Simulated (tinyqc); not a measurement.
Metal-induced gap states at the contact of a metal chain and a two-band chain: one step. Density site by site.

The semiconductor alternates sites A at -Eg/2 and C at +Eg/2 with hopping -t; the gap runs from -Eg/2 to Eg/2. In the gap cosh(q a) = 1 + (Eg^2/4 - E^2)/(2 t^2) and the amplitude changes by -exp(-q a) a period. The metal has site energy 0 and hopping -tm; its end site has g_m = (E - i sqrt(4 tm^2 - E^2))/(2 tm^2). Sites 1, 2, ... count into the semiconductor, with energies e1, e2 alternating. The clean half chain has g1 = 1/(E - e1 - t^2 g2), g2 = 1/(E - e2 - t^2 g1), decaying root. With the contact G11 = 1/(1/g1 - tc^2 g_m), and the density on site j is -Im G_jj/pi = |psi_j/psi_1|^2 (-Im G11/pi), per spin, with psi_2/psi_1 = -t g2, psi_3/psi_2 = -t g1.

Inputs chosen for the exercise (out of a larger set: gap and optical dielectric constant near those of SiO2; the chain itself is a model; not measured data): t = 3.18 eV (hopping in the semiconductor).

l = 0.3813132

g1, g2 (1/eV): -0.4403465  0.0856314

G11 = -0.2842789-0.1318012i 1/eV

Problem. D1 = -Im G11/pi, D2 = (t g2)^2 D1, and each further period multiplies by l^2. The sum over all sites is (D1 + D2)/(1 - l^2). The Green functions stand in the order g1, g2.

Give: density on sites 1 to 8; Ds, the density per spin summed over the semiconductor.

Solution.

density on sites 1 to 8 (1/eV): 0.04195  0.00311  0.00610  0.00045  0.00089  0.00007  0.00013  0.00001

Ds, the density per spin summed over the semiconductor = 0.05273 1/eV

The first period holds 85 % of the gap states at this energy.

tinyqc: `OMP_NUM_THREADS=1 python tinyqc.py 1450741 1450742 out.jsonl`; about 0.01 s, one thread, shared Intel(R) Xeon(R) Processor @ 2.30GHz.
